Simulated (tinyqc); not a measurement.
Finite-size error of a charged defect in a periodic cell: Madelung and Makov-Payne terms: one step, computed by the program tinyqc.

L is the cube root of the cell volume. The defect charge is a Gaussian, rho(r) = q (2 pi sigma^2)^(-3/2) exp(-r^2/2 sigma^2), repeated periodically in a uniform neutralising background and screened by a continuum. The model cell energy is E(L) = E_0 + [periodic - isolated electrostatic energy].

Task: Madelung energy. Ewald sum for a unit point charge: scale each Cartesian component of the cell by 1/sqrt(eps_i), giving R', G' and V'; E = [ (1/2) sum erfc(eta R')/R' + (2 pi/V') sum exp(-G'^2/4 eta^2)/G'^2 - eta/sqrt(pi) - pi/(2 V' eta^2) ] e^2/(4 pi eps_0) / sqrt(eps_x eps_y eps_z), over n_i = -6..6, omitting n = (0,0,0), eta = 2/V'^(1/3). alpha = -2 E eps_g L/(e^2/(4 pi eps_0)), eps_g = (eps_x eps_y eps_z)^(1/3).

Inputs (values chosen for the exercise, with screening close to that of InAs): charge q = 1 e; cell length L = 14 angstrom; dielectric constant eps = 15.6.

Supercell lattice: fcc. Screening: isotropic.

cell vectors (rows) (angstrom):
```
          1         2         3
1   0.00000  11.11181  11.11181
2  11.11181   0.00000  11.11181
3  11.11181  11.11181   0.00000
```

Constants: e^2/(4 pi eps_0) = 14.39964548 eV angstrom.

Give: terms for a unit charge; Madelung constant alpha; point-charge correction -q^2 E.

Result:

terms for a unit charge (eV): real space 0.000529, reciprocal 0.004543, self -0.074397, background -0.025892

Madelung constant alpha = 2.8883

point-charge correction -q^2 E = 0.095216 eV
